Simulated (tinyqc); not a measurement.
# Mobility and threshold from two currents

Inverse problem. In the linear region I = mu Cox (W/L) [(Vgs - VT) Vds - m Vds^2/2], Cox = eps0 eox/tox. Find mu and VT.

Parameters, values chosen for the exercise: relative permittivity of the gate insulator eox = 9.35; insulator thickness tox = 22 nm; gate width W = 5 um; gate length L = 2 um.

Constants: eps0 = 8.8541878128e-14 F/cm where lengths are in cm. Results are converted to the units shown.

I at Vgs = 3.14 and 3.64 V, Vds = 0.05 V (uA): 3.0536566  7.2870651
m = 1.6375002

Answer. The slope dI/dVgs is mu Cox (W/L) Vds; the line meets zero current at VT + m Vds/2.

mu = 180.0 cm^2/(V s)
VT = 2.738 V

tinyqc, about 0.04 s, one thread, Intel Xeon 2.30GHz (shared host): `OMP_NUM_THREADS=1 python tinyqc.py 2360141 2360142 out.jsonl`
